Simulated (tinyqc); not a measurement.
# Minority carriers and saturation current of a heavily doped emitter: what changes with what

n-type, parabolic bands, full ionisation. eta = (EF - Ec)/kB T solves N = Nc F12(eta), F12(x) = (2/sqrt(pi)) int_0^infinity sqrt(u)/(1 + exp(u - x)) du. The gap shrinks rigidly by dEg = a3 y^(1/3) + a4 y^(1/4) + a2 y^(1/2), y = N/1e18 cm^-3, an empirical law that is here taken as the true narrowing.

Parameters, values chosen for the exercise; band and dielectric values close to those of germanium:
- T = 250 K (temperature)
- Eg = 0.652 eV (band gap)
- Nc = 7.84e18 cm^-3 (conduction-band density of states at 250 K)
- Nv = 4.62e18 cm^-3 (valence-band density of states at 250 K)
- a3 = 10.4 meV (coefficient of (N/1e18)^(1/3))
- a4 = 6 meV (coefficient of (N/1e18)^(1/4))
- a2 = 2.4 meV (coefficient of (N/1e18)^(1/2))
- mup = 230 cm^2/(V s) (minority-hole mobility)
- Cn = 2.5e-31 cm^6/s (Auger coefficient)
- ts = 10 us (defect lifetime)
- W = 63 nm (emitter width)
- S = 5.3e5 cm/s (recombination velocity at the contact)

Constants: q = 1.602176634e-19 C, kB = 1.380649e-23 J/K, Vt = kB T/q. Results are converted to the units shown.

Each table varies one quantity; the others keep the values above.

## Approximations to the Fermi level

With u = N/Nc: Boltzmann ln u; Joyce-Dixon ln u + 0.353553 u - 4.95009e-3 u^2 + 1.48386e-4 u^3 - 4.42563e-6 u^4; degenerate limit (3 sqrt(pi) u/4)^(2/3). The Einstein ratio is D/(mu Vt) = F12/Fm, Fm(x) = dF12/dx = (1/sqrt(pi)) int_0^infinity u^(-1/2)/(1 + exp(u - x)) du.

Approximations to the Fermi level:
```
N (cm^-3)     N/Nc      eta  Boltzmann  Joyce-Dixon  degenerate  D/(mu Vt)
4.7e17     0.05995   -2.793     -2.814       -2.793      0.1852      1.021
9.4e17      0.1199   -2.079     -2.121       -2.079      0.2940      1.042
1.9e18      0.2423   -1.332     -1.417       -1.332      0.4699      1.085
3.8e18      0.4847  -0.5540    -0.7242      -0.5540      0.7460      1.169
7.7e18      0.9821   0.3246   -0.01802       0.3246       1.195      1.338
1.6e19       2.041    1.415     0.7133        1.415       1.945      1.684
3.1e19       3.954    2.704      1.375        2.703       3.023      2.267
6.3e19       8.036    4.667      2.084        4.664       4.850      3.374
1.3e20       16.58    7.754      2.808        7.652       7.862      5.317
2.6e20       33.16    12.41      3.501        9.841       12.48      8.365
```

Boltzmann is within 0.1 of eta up to N/Nc = 0.24, Joyce-Dixon within 0.01 up to 8.0, and the degenerate limit is off by 0.067 in the last row. The Einstein ratio rises from 1.02 to 8.36: degenerate carriers diffuse faster for the same mobility.

## Effect of the doping

ni = sqrt(Nc Nv) exp(-Eg/(2 Vt)), Eg in volts; degeneracy factor g = F12(eta) exp(-eta); nie^2 = ni^2 exp(dEg/kB T) g, p0 = nie^2/N; apparent narrowing dEg + kB T ln g. 1/tau = Cn N^2 + 1/ts, D = mup Vt, L = sqrt(D tau); J0 = (q p0 D/L)(s + tanh(W/L))/(1 + s tanh(W/L)), s = S L/D; the share recombining inside is 1 - 1/[cosh(W/L)(1 + tanh(W/L)/s)]. The mobility is held fixed.

Result of one run:
```
N (cm^-3)  apparent narrowing (meV)  p0 (cm^-3)  L (nm)  J0 (fA/cm^2)  share inside (%)
2.2e19                        32.79     5.419e5    2023       2.753e7            0.1921
```

What becomes of these results when the ionised donor density N is changed from 2.2e19 to 1.6e17 cm^-3, all else the same?

Result of the changed run:
```
N (cm^-3)  apparent narrowing (meV)  p0 (cm^-3)   L (nm)  J0 (fA/cm^2)  share inside (%)
1.6e17                        10.25     2.616e7  6.824e4       1.327e9          1.691e-4
```

The whole series:
```
N (cm^-3)  apparent narrowing (meV)  p0 (cm^-3)   L (nm)  J0 (fA/cm^2)  share inside (%)
1.6e17                        10.25     2.616e7  6.824e4       1.327e9          1.691e-4
3.3e17                        12.79     1.428e7  6.241e4       7.242e8          2.022e-4
6.6e17                        15.77     8.196e6  4.870e4       4.158e8          3.320e-4
1.3e18                        19.23     4.887e6  3.079e4       2.479e8          8.303e-4
2.7e18                        23.51     2.869e6  1.605e4       1.455e8          0.003055
5.4e18                        27.77     1.749e6     8188       8.872e7           0.01174
1.1e19                        31.53     1.022e6     4041       5.187e7           0.04821
2.2e19                        32.79     5.419e5     2023       2.753e7            0.1921
4.5e19                        27.91     2.112e5    989.2       1.078e7            0.7987
9e19                          10.91     4.797e4    494.6       2.497e6             3.125
```

The apparent narrowing goes from 10.2 through a maximum of 32.8 (at N = 2.2e19 cm^-3 among the rows listed) to 10.9 meV. p0 goes as N^(-0.84) between the first two rows and N^(-2.14) between the last two (-1 without narrowing or degeneracy), and J0 falls from 1.33e9 to 2.50e6 fA/cm^2.

Range of the model: Band tails, non-parabolic bands and incomplete ionisation are left out.

tinyqc, about 0.01 s, one thread, Intel Xeon 2.30GHz (shared host): `OMP_NUM_THREADS=1 python tinyqc.py 2330132 2330133 out.jsonl`
